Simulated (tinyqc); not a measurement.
Vertical double-diffused power MOSFET, components of the on-resistance: one step of the calculation.

Stripe cells of pitch Wp + a, two channels a cell. Current flows through the channels, spreads in the accumulation layer, passes the gap between the p bodies and spreads at 45 degrees into the drift layer below them. Low drain voltage, full ionisation.

Problem. Components of the on-resistance. Pitch p = Wp + a, Cox = 3.9 eps0/tox; zero-bias depletion in the gap w0 = sqrt(2 eps0 eps_r Vbi/(q N Nj)), open gap g = a - 2 w0; R_ch = Lc p/(2 mch Cox Vov); R_acc = 0.6 a p/(4 mac Cox Vov), 0.6 being an empirical factor for current leaving the layer along its length; R_gap = (rho/Nj) xp p/g; spreading depth t = min(W, (p - g)/2); R_drift = (rho p/2) ln((g + 2 t)/g) + rho (W - t); R_on = the sum with Rs.

Parameters, values chosen for the exercise; bulk values close to those of silicon:
```
symbol,value,unit,meaning
eps_r,12.2,,relative permittivity
tox,99,nm,gate oxide thickness (eps_r 3.9)
Vov,13,V,gate overdrive
mch,240,cm^2/(V s),channel mobility
mac,620,cm^2/(V s),accumulation-layer mobility
Lc,0.7,um,channel length
Wp,6.6,um,"width of the p body in one cell, channels included"
a,2,um,gap between neighbouring p bodies
xp,0.8,um,depth of the p body
Nj,1,,doping of the gap over the drift doping
Vbi,0.825,V,built-in voltage of the body junction
Rs,0.44,mohm cm^2,substrate and contact resistance
```

Constants: q = 1.602176634e-19 C, eps0 = 8.8541878128e-14 F/cm where lengths are in cm. Results are converted to the units shown.

drift doping N = 2.0434696e16 cm^-3
drift thickness W = 1.4069887 um
electron mobility mu at T = 1200 cm^2/(V s)
drift resistivity rho = 0.25453071 ohm cm

Wanted: w0; g; components; R_on; shares.

Solution.

w0 = 0.2333 um
g = 1.533 um
components (mohm cm^2): channel 0.2766, accumulation 0.09177, gap 0.1142, drift 0.1141, substrate 0.4400
R_on = 1.037 mohm cm^2
shares (%): channel 26.68, accumulation 8.85, gap 11.02, drift 11.00, substrate 42.45

The substrate term is the largest. R_on is 28.9 times the ideal drift resistance rho W, and spreading raises the drift term to 3.18 times it.

Computed by the program tinyqc: `OMP_NUM_THREADS=1 python tinyqc.py 2230106 2230107 out.jsonl`, one thread of a shared Intel Xeon 2.30GHz, about 0.01 s for the whole run.
